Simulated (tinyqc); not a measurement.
Binding against carrier density: donor level screened by free carriers (Yukawa potential).

Screening wave number: Debye ks^2 = 4 pi q n/(eps kB T); Thomas-Fermi ks^2 = 6 pi q n/(eps EF) with EF = c (3 pi^2 n/gv)^(2/3)/m, c = hbar^2/2m0; the two are joined by 1/ks^2 = sqrt(1/ks_D^4 + 1/ks_TF^4). 1e18/cm^3 = 1e-6/angstrom^3, q = e^2/(4 pi eps0).

Potential -(q/(eps r)) exp(-ks r), q = e^2/(4 pi eps0). In units Ry* = Ry m/eps^2 and a* = a0 eps/m the problem is [-Laplacian - 2 exp(-x r)/r] psi = E psi with x = ks a*.

Converged values use 18 functions exp(-z r), z = 1.55^i, i = -11 to 6: S = 2/A^3, H = z_i z_j S - 2/(A + x)^2, A = z_i + z_j.

Constants: e^2/(4 pi eps0) = 14.39964547 eV angstrom; kB = 8.617333262e-05 eV/K; hbar^2/2m0 = 3.80998211 eV angstrom^2.

Parameters, chosen for this exercise (near those of a donor in Ge, with one mean mass; shifted at random, so the results belong to these values and not to a real crystal):
```
symbol  value                                            unit         meaning
m       0.173                                            m0           mass
eps     16.2                                                          dielectric constant
gv      4                                                             valleys
T       300                                              K            temperature
nl      (0.0023, 0.0078, 0.023, 0.078, 0.23, 0.78, 2.3)  x 1e18/cm^3  densities
```

Ry* = 8.9688 meV
a* = 49.553 angstrom

x from the joined ks; converged 1s binding (dash: x above 1.17, at or past the limit 1.19 where the state unbinds).

Results:
```
n (1e18/cm^3)  EF/kB T  1/ks (angstrom)      x  binding (meV)  n^(1/3) a*
0.0023            0.01           1003.1  0.049           8.11       0.065
0.0078            0.01            544.7  0.091           7.44       0.098
0.023             0.03            317.2  0.156           6.47       0.141
0.078             0.06            172.3  0.288           4.77       0.212
0.23              0.12            100.5  0.493           2.71       0.304
0.78              0.27             54.9  0.902           0.43       0.456
2.3               0.56             32.8  1.511              -       0.654
```

The binding falls from 8.1 to 0.4 meV (bare value 9.0); it passes half the bare value between 0.078 and 0.23 x 1e18/cm^3. The level is unbound, or bound by less than 0.001 Ry*, from 2.3 x 1e18/cm^3 on; as the density rises, it is lost by the time n^(1/3) a* reaches 0.65. x grows with exponent 0.50 in n at the start and 0.48 at the end (1/2 for Debye, 1/6 for Thomas-Fermi screening). The level survives to n^(1/3) a* = 0.46, past the 0.26 of the Mott rule, which corresponds to x = 1 for one valley with degenerate screening; here the level lasts until x = 1.19, the screening is at most the degenerate value, and overlap of donors is left out.

Run: tinyqc, `OMP_NUM_THREADS=1 python tinyqc.py 1251084 1251085 out.jsonl`; Intel(R) Xeon(R) Processor @ 2.30GHz, one thread, shared host; about 0.01 s of CPU time with all checks.
